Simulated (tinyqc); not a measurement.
From rigid to soft shells: rigid-ion and shell models of the dielectric response of an ionic crystal. Computed by tinyqc, a small Python program. Command: `OMP_NUM_THREADS=1 python tinyqc.py 3008782 3008783 out.jsonl shell walk`. One thread of a shared host (Intel(R) Xeon(R) Processor @ 2.30GHz), about 0.01 s of CPU time with the checks.

Charges +Z and -Z; 4 nearest neighbours, Madelung constant M = 1.638055, volume per ion pair Omega = 3.079201 d^3. Energy per pair U = -M Z^2 e2/d + 4 A exp(-d/rho), e2 = e^2/(4 pi eps_0). In the shell model the anion is a core of charge Y - Z and a massless shell of charge -Y, joined by the spring k; the repulsion acts on the shell. Each ion feels the Lorentz field E + (4 pi/3) P (Gaussian units).

Inputs (values chosen for the exercise, for a model crystal): nearest-neighbour distance d = 2.92 angstrom; ionic charge Z = 1 e; hardness d/rho = 10.5; cation mass = 77.9 u; anion mass = 79.9 u; shell charge size Y = 2.22 e; core-shell spring k = 26.2 eV/angstrom^2; cation polarisability alpha_+ = 0.56 angstrom^3.

Structure: zinc blende.

Constants: e^2/(4 pi eps_0) = 14.39964548 eV angstrom; 1 eV/angstrom^3 = 160.2176634 GPa; nu for 1 eV/(angstrom^2 u) = 15.6333042 THz; 1 THz = 33.35640952 1/cm.

Method:
- Zero pressure fixes 4 A exp(-d/rho) = M Z^2 e2 rho/d^2. Then U = -(M Z^2 e2/d)(1 - rho/d), B = M Z^2 e2 (d/rho - 2)/(9 Omega d), and the spring of one sublattice against the other is R = (1/3) x (Laplacian of the repulsion summed over neighbours) = M Z^2 e2 (d/rho - 2)/(3 d^3), so R = 3 B Omega/d^2.
- With C = 4 pi Z^2 e2/(3 Omega): mu lambda_TO = R - C, mu lambda_LO = R + 2 C; eps_inf = 1 and eps_s = lambda_LO/lambda_TO.
- lambda in eV/(angstrom^2 u) gives the wavenumber 15.6333042 x 33.35640952 x sqrt(lambda); mu is the reduced mass.
- Eliminating the shell gives the anion polarisability alpha_- = Y^2 e2/(k + R), the Szigeti charge Z_S = Z - Y R/(k + R) and the softened spring R' = k R/(k + R). With b = 4 pi (alpha_+ + alpha_-)/(3 Omega): eps_inf = (1 + 2b)/(1 - b) (Clausius-Mossotti); Born charge Z* = Z_S (eps_inf + 2)/3.
- mu lambda_TO = R' - (4 pi e2/(3 Omega)) Z_S^2/(1 - b); mu lambda_LO = mu lambda_TO + 4 pi e2 Z*^2/(eps_inf Omega); eps_s = eps_inf lambda_LO/lambda_TO.

repulsive spring R = 2.68429 eV/angstrom^2

volume Omega = 76.6631 angstrom^3

omega_LO, rigid ions = 171.331 1/cm

Response against the core-shell spring:
```
k (eV/angstrom^2)  eps_inf      Z_S      Z*  omega_TO (1/cm)  omega_LO (1/cm)   eps_s
21                  1.7235  0.74839  0.9289           112.42           144.17  2.8346
26                  1.5962  0.79225  0.9497           112.66           147.95  2.7524
34                  1.4734  0.83756  0.9697           112.90           152.09  2.6740
47                  1.3657  0.88006  0.9873           113.11           156.23  2.6056
68                  1.2803  0.91569  1.0013           113.27           159.91  2.5518
100                 1.2201  0.94197  1.0111           113.39           162.76  2.5141
210                 1.1540  0.97198  1.0219           113.51           166.16  2.4728
790                 1.1104  0.99248  1.0290           113.59           168.59  2.4457
```

What follows from these numbers?

From the stiffest to the softest shell eps_inf rises from 1.11 to 1.72 and Z_S falls from 0.99 to 0.75; omega_LO moves by -14 % and omega_TO by -1.0 %. Screening by eps_inf cuts the LO frequency, which rigid ions overstate (rigid ions: 171 per cm); eps_s goes from 2.45 to 2.83.
